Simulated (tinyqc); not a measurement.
Changing the temperature T: configuration-coordinate model of a defect: Huang-Rhys factor and luminescence line shape. Computed by tinyqc, a small Python program. Command: `OMP_NUM_THREADS=1 python tinyqc.py 3014970 3014971 out.jsonl ccline sweep`. One thread of a shared host (Intel(R) Xeon(R) Processor @ 2.30GHz), about 0.04 s of CPU time with the checks.

Ground state E_g(Q) = (1/2) omega_g^2 Q^2; excited state E_e(Q) = E_0 + (1/2) omega_e^2 (Q - dQ)^2 with E_0 = E_ZPL - (hbar omega_e - hbar omega_g)/2. Q is mass-weighted; the dipole does not depend on Q (Condon approximation).

Inputs (values chosen for the exercise, for a model defect in a wide-gap host):

| quantity | value | unit |
|---|---|---|
| zero-phonon energy E_ZPL | 4.08 | eV |
| displacement dQ | 0.614 | u^(1/2) angstrom |
| ground-state phonon hbar omega_g | 36.6 | meV |
| excited-state phonon hbar omega_e | 35.8 | meV |
| refractive index n_r | 1.91 | - |
| transition dipole mu | 1.3 | e angstrom |
| quenching prefactor nu_0 | 2e+12 | 1/s |

Modes: different frequencies.

Constants: hbar^2/u = 4.18015928e-03 eV angstrom^2; k_B = 8.617333262e-05 eV/K; hbar = 6.582119569e-16 eV s; e = 1.602176634e-19 C; eps_0 = 8.8541878128e-12 F/m; hbar = 1.054571817e-34 J s; c = 299792458 m/s.

Method:
- S = hbar omega dQ^2/(2 hbar^2/u) for each state; relaxation energy S hbar omega; absorption at E_0 + S_e hbar omega_e, emission at E_0 - S_g hbar omega_g; the Stokes shift is their difference.
- Overlaps <m_e|n_g> of harmonic-oscillator functions (Hermite recursion, positive leading coefficients) by a sum over an even grid (700 points from x = -9 to 9 + d for the small table, 1500 points from -16 to 16 + d for the thermal sums), with x = Q sqrt(omega_g/hbar), d = sqrt(2 S_g) and frequency ratio omega_e/omega_g.
- Initial levels m = 0..24 carry Boltzmann weights exp(-m hbar omega_e/k_B T), normalised; final levels n = 0..79; a line lies at E_ZPL + m hbar omega_e - n hbar omega_g with weight w_m <m|n>^2. Moments are taken over these weights without the E^3 factor; FWHM = 2 sqrt(2 ln 2) x standard deviation; the zero-phonon weight is w_0 <0|0>^2, since the other m -> m lines are offset by m (hbar omega_e - hbar omega_g).
- The curves cross at the root Q_c nearest dQ; the barrier is (1/2) omega_e^2 (Q_c - dQ)^2, with (1/2) omega^2 = (hbar omega)^2/(2 hbar^2/u). k_r = n_r omega^3 mu^2/(3 pi eps_0 hbar c^3) at the vertical emission energy, without local-field correction; k_nr = nu_0 exp(-barrier/k_B T) (Mott-Seitz); yield = k_r/(k_r + k_nr); T_1/2 = barrier/(k_B ln(nu_0/k_r)).

One run for each value:

| temperature T (K) | FWHM from the second moment (eV) | zero-phonon weight | luminescence yield | mean emission energy (eV) |
|---|---|---|---|---|
| 51 | 0.11199 | 0.19543 | 1 | 4.0196 |
| 73 | 0.11234 | 0.19483 | 1 | 4.0196 |
| 100 | 0.11373 | 0.19242 | 1 | 4.0196 |
| 150 | 0.11922 | 0.18324 | 1 | 4.0195 |
| 310 | 0.14639 | 0.14431 | 1 | 4.0193 |
| 440 | 0.16882 | 0.11945 | 1 | 4.0191 |
| 640 | 0.19995 | 0.09335 | 1 | 4.0187 |

Give the missing row, temperature T (K) = 220.

Computed row:
```
temperature T (K)  FWHM from the second moment (eV)  zero-phonon weight  luminescence yield  mean emission energy (eV)
220                                         0.13041             0.16591                   1                     4.0194
```

Interpolating between the two neighbouring rows (the first column on a logarithmic scale, the others too where they are positive) misses most in zero-phonon weight, by 2.6 %. Over the rows, FWHM from the second moment (eV) rises from 0.112 to 0.200 (exponent d ln y / d ln x 0.0086 between the first rows and 0.45 between the last); zero-phonon weight falls from 0.195 to 0.0933 (exponent d ln y / d ln x -0.0086 between the first rows and -0.66 between the last). At the low end the exponent of FWHM from the second moment is 0.01, close to 0: zero-point motion sets the width. At the high end the exponent of FWHM from the second moment is 0.45, close to 0.50: the classical limit. The scale is hbar omega_g/k_B = 425 K: below about a third of it only the lowest level emits.

Caution (all rows): for small S the spectrum is a set of resolved lines, and a Gaussian width has little meaning. Caution (all rows): the curves cross far outside the range of the harmonic model, so the barrier and T_1/2 have no quantitative meaning.

Extremes, crossings and ranges named in words are read from the listed rows.
